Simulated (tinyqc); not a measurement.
Inside a calculation. Model: fully depleted semiconductor-on-insulator film with two gates, non-linear Poisson equation by Newton steps.

tinyqc, about 0.4 s, one thread, Intel Xeon 2.30GHz (shared host): `OMP_NUM_THREADS=1 python tinyqc.py 2190036 2190037 out.jsonl` Printed values are rounded.

One dimension across the film, front interface at x = 0, back interface at x = ts. psi is counted from the intrinsic level, n = ni exp(psi/Vt) (source grounded), holes neglected, acceptors ionised. Gates act through Cox = eps0 eox/tox and Cbox = 3.9 eps0/tb with potentials G1 = Vg - (phiM - chi - Vt ln(Nc/ni)) and G2 = Vb - (phiB - chi - Vt ln(Nc/ni)). Classical Boltzmann densities, no interface charge, no depletion in the back plane.

Parameters, values chosen for the exercise; band and dielectric values those of a made-up semiconductor: temperature T = 400 K; band gap Eg = 1.4 eV; relative permittivity eps_r = 12.5; conduction-band density of states at T Nc = 3.9e19 cm^-3; valence-band density of states at T Nv = 5.22e19 cm^-3; electron affinity chi = 4.71 eV; relative permittivity of the gate insulator (close to silicon dioxide) eox = 3.9; insulator thickness tox = 1.2 nm; film thickness ts = 19 nm; buried-oxide thickness (eps_r 3.9) tb = 40 nm; acceptor density of the film Na = 1e15 cm^-3; work function of the front gate phiM = 5.39 eV; work function of the back plane phiB = 5.76 eV; back-gate voltage Vb = 1.7 V; front-gate voltage Vg = 0.82 V.

Constants: q = 1.602176634e-19 C, kB = 1.380649e-23 J/K, Vt = kB T/q, eps0 = 8.8541878128e-14 F/cm where lengths are in cm. Results are converted to the units shown.

Range of the model: In so thin a film or at such density quantum confinement moves the charge away from the interfaces and raises the threshold.

## Capacitances and gate potentials

ni = sqrt(Nc Nv) exp(-Eg/(2 Vt)), Eg in volts; Cox, Cbox, G1, G2 as defined; Cs = eps0 eps_r/ts; a = eps0 eps_r/h with h = ts/11; coupling ratio of a depleted film Cs Cbox/(Cox (Cs + Cbox)).

ni = 6.83527e10 cm^-3
Cox = 2.87761 uF/cm^2
Cbox = 0.0863283 uF/cm^2
Cs = 0.582512 uF/cm^2
a = 6.40764 uF/cm^2
G1 = 0.834976 V
G2 = 1.34498 V
coupling ratio = 0.0261279

## Iteration 1: density, residual and Jacobian diagonal

```
node,psi at the start (V)
0,0.2
1,0.2
2,0.2
3,0.2
4,0.2
5,0.2
6,0.2
7,0.2
8,0.2
9,0.2
10,0.2
11,0.2
```

Nodes 0 to 11, h = ts/11, box widths w = h (h/2 at both ends), a = eps0 eps_r/h. F_i = a (psi_(i+1) - 2 psi_i + psi_(i-1)) - q w_i (n_i + Na); F_0 = a (psi_1 - psi_0) + Cox (G1 - psi_0) - q w_0 (n_0 + Na); F_11 = a (psi_10 - psi_11) + Cbox (G2 - psi_11) - q w_11 (n_11 + Na). Diagonal b_i = -2 a - q w_i n_i/Vt, with -a - Cox and -a - Cbox in place of -2 a at the ends.

```
node,n (cm^-3),residual F (C/cm^2),diagonal b (F/cm^2)
0,2.26279e13,1.82720e-6,-9.28526e-6
1,2.26279e13,-2.83002e-11,-1.28153e-5
2,2.26279e13,-2.83002e-11,-1.28153e-5
3,2.26279e13,-2.83002e-11,-1.28153e-5
4,2.26279e13,-2.83002e-11,-1.28153e-5
5,2.26279e13,-2.83002e-11,-1.28153e-5
6,2.26279e13,-2.83002e-11,-1.28153e-5
7,2.26279e13,-2.83002e-11,-1.28153e-5
8,2.26279e13,-2.83002e-11,-1.28153e-5
9,2.26279e13,-2.83002e-11,-1.28153e-5
10,2.26279e13,-2.83002e-11,-1.28153e-5
11,2.26279e13,9.88297e-8,-6.49397e-6
```

## Iteration 1: Newton step

Solve a d_(i-1) + b_i d_i + a d_(i+1) = -F_i for all nodes. Each component d is damped to sign(d) Vt ln(1 + |d|/Vt) before it is added.

```
node,"Newton step d, before damping (V)",psi after iteration 1 (V)
0,0.647820,0.302904
1,0.653591,0.303195
2,0.659369,0.303483
3,0.665153,0.303769
4,0.670943,0.304053
5,0.676740,0.304335
6,0.682543,0.304615
7,0.688352,0.304893
8,0.694168,0.305170
9,0.699990,0.305444
10,0.705818,0.305716
11,0.711653,0.305987
```

## Iteration 2: density, residual and Jacobian diagonal

As before.

```
node,n (cm^-3),residual F (C/cm^2),diagonal b (F/cm^2)
0,4.47899e14,1.53294e-6,-9.28543e-6
1,4.51688e14,-5.37182e-11,-1.28156e-5
2,4.55481e14,-5.36100e-11,-1.28156e-5
3,4.59278e14,-5.35068e-11,-1.28156e-5
4,4.63079e14,-5.34086e-11,-1.28156e-5
5,4.66884e14,-5.33151e-11,-1.28156e-5
6,4.70694e14,-5.32262e-11,-1.28156e-5
7,4.74507e14,-5.31418e-11,-1.28157e-5
8,4.78325e14,-5.30617e-11,-1.28157e-5
9,4.82147e14,-5.29859e-11,-1.28157e-5
10,4.85973e14,-5.29142e-11,-1.28157e-5
11,4.89804e14,8.79395e-8,-6.49416e-6
```

## Iteration 2: Newton step

As before.

```
node,"Newton step d, before damping (V)",psi after iteration 2 (V)
0,0.544165,0.400128
1,0.549324,0.400725
2,0.554523,0.401319
3,0.559761,0.401910
4,0.565041,0.402499
5,0.570361,0.403086
6,0.575723,0.403670
7,0.581127,0.404252
8,0.586574,0.404832
9,0.592065,0.405410
10,0.597599,0.405985
11,0.603179,0.406559
```

## Iteration 3: density, residual and Jacobian diagonal

As before.

```
node,n (cm^-3),residual F (C/cm^2),diagonal b (F/cm^2)
0,7.51886e15,1.25502e-6,-9.28827e-6
1,7.65006e15,-2.55373e-10,-1.28214e-5
2,7.78300e15,-2.58725e-10,-1.28215e-5
3,7.91768e15,-2.62132e-10,-1.28216e-5
4,8.05413e15,-2.65594e-10,-1.28217e-5
5,8.19238e15,-2.69111e-10,-1.28218e-5
6,8.33244e15,-2.72684e-10,-1.28220e-5
7,8.47434e15,-2.76314e-10,-1.28221e-5
8,8.61812e15,-2.80001e-10,-1.28222e-5
9,8.76378e15,-2.83745e-10,-1.28223e-5
10,8.91135e15,-2.87548e-10,-1.28224e-5
11,9.06087e15,7.71977e-8,-6.49760e-6
```

## Iteration 3: Newton step

As before.

```
node,"Newton step d, before damping (V)",psi after iteration 3 (V)
0,0.436609,0.490264
1,0.437028,0.490891
2,0.437905,0.491549
3,0.439250,0.492238
4,0.441072,0.492960
5,0.443380,0.493713
6,0.446185,0.494499
7,0.449499,0.495318
8,0.453333,0.496170
9,0.457700,0.497055
10,0.462615,0.497973
11,0.468090,0.498924
```

## Course of the Newton iteration

Stop when the largest undamped |d| is below 1e-9 V, or after 80 iterations.

Course of the iteration:
```
iteration,largest |F| (C/cm^2),largest |d| (V)
1,1.83e-6,0.712
2,1.53e-6,0.603
3,1.26e-6,0.468
4,9.95e-7,0.283
5,7.44e-7,0.138
6,4.63e-7,0.0501
7,1.61e-7,0.0103
8,1.26e-8,5.99e-4
9,8.98e-11,7.60e-6
10,1.23e-14,1.26e-9
11,< 1e-18,< 1e-13
```

Converged in 11 iterations.

## Electron sheet density, centroid and oxide fields

```
node,converged psi (V)
0,0.662833
1,0.618674
2,0.592929
3,0.575913
4,0.564227
5,0.556338
6,0.551471
7,0.549229
8,0.549447
9,0.552140
10,0.557509
11,0.566005
```

n_i = ni exp(psi_i/Vt); N_inv = sum w_i n_i with w = ts/11, halved at the ends; centroid sum w n x/N_inv; fields (G1 - psi_0)/tox and (G2 - psi_11)/tb.

```
node,n (cm^-3)
0,1.53492e19
1,4.26287e18
2,2.01994e18
3,1.23295e18
4,8.78413e17
5,6.98725e17
6,6.06722e17
7,5.68516e17
8,5.72119e17
9,6.18610e17
10,7.22876e17
11,9.24914e17
```

N_inv = 3.50961e12 cm^-2
centroid = 4.17299 nm
field in the front oxide = 1.43452 MV/cm
field in the buried oxide = 0.194743 MV/cm

The centroid lies at 0.22 of the film, near the front interface. A 400-interval mesh gives N_inv = 3.378e12 cm^-2; this mesh is 3.9 % above it.
